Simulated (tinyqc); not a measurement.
From results back to parameters: valence-band offset from core levels. Three cases, with inputs chosen for the exercise.

Problem. At an interface of A and B the binding energy of the core level of B exceeds that of A by dCL. Binding energy of a core level = (EF - Ev) + CL, with one Fermi level for both sides. Find dEv = Ev(A) - Ev(B) and dEc = Eg2 - Eg1 - dEv with the corrected (second) gaps.

Case 1.

Values chosen (out of a larger set: gaps near those of GaAs and AlAs; not measured data): CL = (31.25, 80) eV (depth of a core level below the valence top in bulk A and bulk B); Eg1 = (0.52, 1.59) eV (gap of A: semi-local value, corrected value); Eg2 = (1.38, 2.21) eV (gap of B: semi-local value, corrected value).

dCL = 49.1138 eV

Case 2.

Values chosen (out of a larger set: gaps near those of Si and HfO2; not measured data): CL = (77.56, 36.29) eV (depth of a core level below the valence top in bulk A and bulk B); Eg1 = (0.61, 1.22) eV (gap of A: semi-local value, corrected value); Eg2 = (4.07, 5.67) eV (gap of B: semi-local value, corrected value).

dCL = -38.2473 eV

Case 3.

Values chosen (out of a larger set: gaps near those of GaN and AlN; not measured data): CL = (71.62, 60.25) eV (depth of a core level below the valence top in bulk A and bulk B); Eg1 = (1.87, 3.49) eV (gap of A: semi-local value, corrected value); Eg2 = (4.2, 6.24) eV (gap of B: semi-local value, corrected value).

dCL = -10.4776 eV

Find: dEv; dEc.

Solution. dCL = (EF - Ev(B)) + CL_B - (EF - Ev(A)) - CL_A = dEv + CL_B - CL_A; the Fermi level drops out.

Case 1.

dEv = 0.36 eV
dEc = 0.26 eV

Case 2.

dEv = 3.02 eV
dEc = 1.43 eV

Case 3.

dEv = 0.89 eV
dEc = 1.86 eV

Computed by tinyqc, one run a case: `OMP_NUM_THREADS=1 python tinyqc.py N N+1 out.jsonl` with N = 1851067, 1851080, 1851117; one thread of a shared Intel(R) Xeon(R) Processor @ 2.30GHz, about 0.01 s a run at most.
